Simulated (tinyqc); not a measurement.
# Van der Pauw, Hall and four-point-probe measurements on a doped layer: correction factor against the shape of the sample

A uniform p-type layer with sheet resistance Rs = 1/(q ns mu), point contacts, low field (mu B small).

Rs = 1/(q ns mu). For a rectangle with contacts at the corners, RA = (8 Rs/pi) sum_(k>=0) ln coth((2k + 1) pi a/(2 b)) with current along a short side b and voltage along the opposite one, RB the same with a and b exchanged. ar = a/b. F = Rs/[(pi/ln 2)(RA + RB)/2]; small-asymmetry estimate 1 - (ln 2/2) d^2 - ((ln 2)^2/4 - (ln 2)^3/12) d^4 with d = (RB - RA)/(RB + RA).

Inputs (values chosen for the exercise): sheet density of the layer ns = 3.6e12 cm^-2; drift mobility mu = 17 cm^2/(V s).

Constants: q = 1.602176634e-19 C. Results are converted to the units shown.

Results:
```
ar    RA (ohm)  RB (ohm)  RB/RA       F  estimate of F
1      2.250e4   2.250e4  1.000   1.000          1.000
1.23   1.090e4   4.072e4  3.734  0.8718         0.8741
1.46      5292   6.150e4  11.62  0.6738         0.7082
1.69      2569   8.362e4  32.55  0.5221         0.6213
1.91      1287   1.054e5  81.92  0.4217         0.5862
2.37     303.3   1.519e5  500.6  0.2958         0.5653
2.6      147.3   1.752e5   1190  0.2566         0.5628
```

Estimate the missing row, ar = 2.14.

Computed row:
```
ar    RA (ohm)  RB (ohm)  RB/RA       F  estimate of F
2.14     624.8   1.286e5  205.8  0.3484         0.5713
```

With this row back in the table: RB/RA rises from 1.00 to 1190 and F falls from 1.00 to 0.257. The estimate is 5.1 % above F at a/b = 1.46 and 2.19 times it in the last row. RA shrinks about as exp(-pi a/b): by a factor of 2.06 between the last two rows, against 2.06.

Program tinyqc, `OMP_NUM_THREADS=1 python tinyqc.py 2850153 2850154 out.jsonl`; Intel Xeon 2.30GHz, shared host, one thread, about 0.03 s.
